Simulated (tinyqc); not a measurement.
Trap density from two Hall measurements.

Question. p-type body, charge-sheet picture, full ionisation (an idealisation for deep acceptors), Boltzmann statistics for free electrons. e = Ec - EF at the surface. psi = Eg - Vt ln(Nv/Na) - e; N_dep = sqrt(2 eps0 eps_r Na (psi - Vt)/q); n_f = sqrt(N_dep^2 + 2 eps0 eps_r Vt Nc exp(-e/Vt)/q) - N_dep; Vg = Vfb + psi + q (N_dep + n_t + n_f)/Cox, Cox = eps0 eox/tox. Find e and n_t at both points and the mean trap density between them.

Inputs (values chosen for the exercise); band and dielectric values close to those of silicon: temperature T = 300 K; band gap Eg = 1.14 eV; relative permittivity eps_r = 11.5; conduction-band density of states at T Nc = 2.8e19 cm^-3; valence-band density of states at T Nv = 2.69e19 cm^-3; relative permittivity of the insulator eox = 3.9; insulator thickness tox = 61 nm; acceptor density Na = 1.4e17 cm^-3; flat-band voltage without trapped charge Vfb = -0.97 V.

Constants: q = 1.602176634e-19 C, kB = 1.380649e-23 J/K, Vt = kB T/q, eps0 = 8.8541878128e-14 F/cm where lengths are in cm. Results are converted to the units shown.

Vg (V): [4.7117245, 9.0191108]
free sheet density from the Hall effect (cm^-2): [4.3417991e8, 3.5380170e10]

Solution. Each n_f fixes e; what the gate voltage holds beyond psi, N_dep and n_f is trapped; the difference quotient is the density, smeared over a few Vt.

e (eV): [0.2360, 0.1200]
n_t (cm^-2): [5.864e11, 1.946e12]
mean trap density = 1.172e13 cm^-2 eV^-1

tinyqc, about 0.02 s, one thread, Intel Xeon 2.30GHz (shared host): `OMP_NUM_THREADS=1 python tinyqc.py 2222222 2222223 out.jsonl`
